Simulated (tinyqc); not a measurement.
Solid solubility of a dopant against its melt (retrograde solidus), clustering and the electrically active fraction: one step, computed by the program tinyqc. Command: `OMP_NUM_THREADS=1 python tinyqc.py 3005389 3005390 out.jsonl retro walk`. One thread of a shared host (Intel(R) Xeon(R) Processor @ 2.30GHz), about 0.01 s of CPU time with the checks.

Problem. Liquidus and solidus at T. x_l and x_s are atom fractions of the dopant in melt and solid; the solid is dilute. Liquidus of the host: R T ln(1 - x_l) + L x_l^2 = -H_f (1 - T/T_m). Distribution: k = x_s/x_l = exp[L (1 - x_l)^2/(R T)] exp(S/k_B - H/(k_B T)), the first factor being the activity coefficient in the melt. Solubility = x_s N0; at T_m x_l = 0.

Inputs (values chosen for the exercise, of the order of those of aluminium in silicon for the solubility): melting point of the host T_m = 1687 K; heat of melting of the host H_f = 50.2 kJ/mol; interaction L of the melt = -3.7 kJ/mol; enthalpy of transfer from melt to solid H = 0.612 eV; entropy of transfer S = -1.56 k_B; site density N0 = 5e+22 1/cm^3; temperature T = 1610 K.

Constants: R = 8.314462618 J/(mol K); k_B = 8.617333262e-05 eV/K.

Give: x_l; distribution coefficient k; x_s; solubility; k at the melting point.

Solution.

x_l = 0.1519

distribution coefficient k = 0.002091

x_s = 3.177e-04

solubility = 1.589e+19 1/cm^3

k at the melting point = 0.002397

k has changed by a factor 0.87 from its value at T_m, while x_l has grown from 0 to 0.152.
